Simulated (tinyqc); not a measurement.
Threshold switch as oscillator and as selector in a crossbar: frequency against load.

Off state: I = Ith sinh(V/V0)/sinh(Vth/V0) up to Vth. On state: V = Vh + I Ron down to the holding current Ih, at Vl = Vh + Ih Ron. Switching is instantaneous.

With a load RL from Vs and C across the switch, it oscillates if the load line misses both branches: (Vs - Vl)/Ih < RL < (Vs - Vth)/Ith. Charging without leakage takes RL C ln[(Vs - Vl)/(Vs - Vth)]; discharging takes (RL || Ron) C ln[(Vth - Ve)/(Vl - Ve)], Ve = (Vs Ron + Vh RL)/(Ron + RL). Here the charging time includes the off-state leakage: the integral of C dV/[(Vs - V)/RL - I(V)].

Values chosen for this exercise; values of the order of Ge-Sb-Te and related chalcogenides: threshold voltage Vth = 2.2 V; holding voltage Vh = 0.89 V; on-state resistance Ron = 2.4 kohm; current at threshold Ith = 0.16 uA; voltage scale of the off-state sinh V0 = 0.25 V; holding current Ih = 11 uA; capacitance across the switch C = 29 fF; supply voltage Vs = 3.32 V.

Results:

| RL (kohm) | charging, no leakage (ns) | charging (ns) | discharging (ns) | frequency (MHz) |
|---|---|---|---|---|
| 420 | 9.3011 | 9.4222 | 0.32070 | 102.64 |
| 560 | 12.401 | 12.619 | 0.30461 | 77.376 |
| 730 | 16.166 | 16.541 | 0.29534 | 59.394 |
| 970 | 21.481 | 22.157 | 0.28865 | 44.551 |
| 1300 | 28.789 | 30.039 | 0.28392 | 32.978 |
| 1700 | 37.647 | 39.866 | 0.28084 | 24.909 |
| 3000 | 66.437 | 74.376 | 0.27674 | 13.395 |
| 3900 | 86.368 | 101.49 | 0.27555 | 9.8263 |
| 5100 | 112.94 | 144.99 | 0.27464 | 6.8840 |

Estimate the missing row, RL = 2200 kohm.

Computed row:

| RL (kohm) | charging, no leakage (ns) | charging (ns) | discharging (ns) | frequency (MHz) |
|---|---|---|---|---|
| 2200 | 48.720 | 52.625 | 0.27866 | 18.902 |

With this row back in the table: The frequency falls from 103 to 6.88 MHz, as RL^(-0.98) between the first two rows and RL^(-1.33) between the last two. Leakage lengthens the charging by 1.3 % in the first row and 28 % in the last; the period diverges at RL = 7000 kohm. In every row the discharge is shorter than 0.5 ns, comparable to real switching delays.

Range of the model: Delay times, drift of Vth and line resistance are left out.

Numbers from tinyqc (`OMP_NUM_THREADS=1 python tinyqc.py 2490116 2490117 out.jsonl`; about 0.01 s on one thread of a shared Intel Xeon 2.30GHz).
